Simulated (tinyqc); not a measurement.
MOSFET in the linear regime without short-channel effects, parameter extraction from computed curves: two steps of the calculation.

Inversion charge Q = Cox n Vt W0(exp((Vg - VT)/(n Vt))), W0 the Lambert function and n = nf; u = Q/Cox; mobility mu = mu0/(1 + th1 u + th2 u^2); channel resistance Rch = (L - dL)/(W mu Q); Id = Vd/(Rch + Rsd/W). Cox = eps0 eox/tox. Small Vd, no channel-length or drain effects.

Inputs (values chosen for the exercise); channel values of the order met in silicon transistors: temperature T = 200 K; relative permittivity of the gate insulator (close to silicon dioxide) eox = 3.9; insulator thickness tox = 1 nm; low-field mobility mu0 = 320 cm^2/(V s); first mobility attenuation factor th1 = 0.39 1/V; second mobility attenuation factor th2 = 0 1/V^2; threshold voltage VT = 0.53 V; body factor nf = 1.46; gate width W = 1 um; drawn gate length L = 0.46 um; drawn less effective length dL = 0.009 um; source plus drain resistance Rsd = 260 ohm um; drain voltage Vd = 0.02 V.

Constants: q = 1.602176634e-19 C, kB = 1.380649e-23 J/K, Vt = kB T/q, eps0 = 8.8541878128e-14 F/cm where lengths are in cm. Results are converted to the units shown.

Task 1. Transfer curve. u, mu, Rch and Id as defined.

Vg, point 0 to 8 (V): 0.33  0.43  0.53  0.63  0.73  0.83  0.93  1.03  1.13

Give: u; mu; Rch; Id.

Result 1.

```
point     u (V)  mu (cm^2/(V s))  Rch (ohm)   Id (uA)
0      8.886e-6            320.0    4.593e7  4.354e-4
1      4.643e-4            319.9    8.792e5   0.02274
2       0.01427            318.2    2.876e4    0.6892
3       0.07315            311.1       5739     3.334
4        0.1544            301.8       2803     6.529
5        0.2429            292.3       1839     9.528
6        0.3349            283.0       1378     12.21
7        0.4287            274.2       1111     14.58
8        0.5236            265.7      938.6     16.69
```

Task 2. Threshold and mobility at the peak transconductance. gm_i = (Id_(i+1) - Id_(i-1))/(Vg_(i+1) - Vg_(i-1)); at the point j of largest gm the tangent meets the axis at V_ext = Vg_j - Id_j/gm_j; field-effect mobility gm_j L/(W Cox Vd) with the drawn L.

```
point  Vg (V)       Id (uA)
0        0.33  4.3542395e-4
1        0.43   0.022740530
2        0.53    0.68920155
3        0.63     3.3339689
4        0.73     6.5288505
5        0.83     9.5276006
6        0.93     12.210083
7        1.03     14.584460
8        1.13     16.685577
```

Find: gm; j; V_ext; field-effect mobility.

Result 2.

gm, point 1 to 7 (uS): 3.444  16.56  29.20  30.97  28.41  25.28  22.38
j = 4
V_ext = 0.5192 V
field-effect mobility = 206.3 cm^2/(V s)

V_ext is 11 mV below the model VT, and the mobility so found is 37 % below mu0 L/(L - dL) = 326 cm^2/(V s), the value for the drawn L; attenuation, series resistance and the slow approach of Q to a straight line all lower the peak gm.

tinyqc, about 0.01 s, one thread, Intel Xeon 2.30GHz (shared host): `OMP_NUM_THREADS=1 python tinyqc.py 2210031 2210032 out.jsonl`
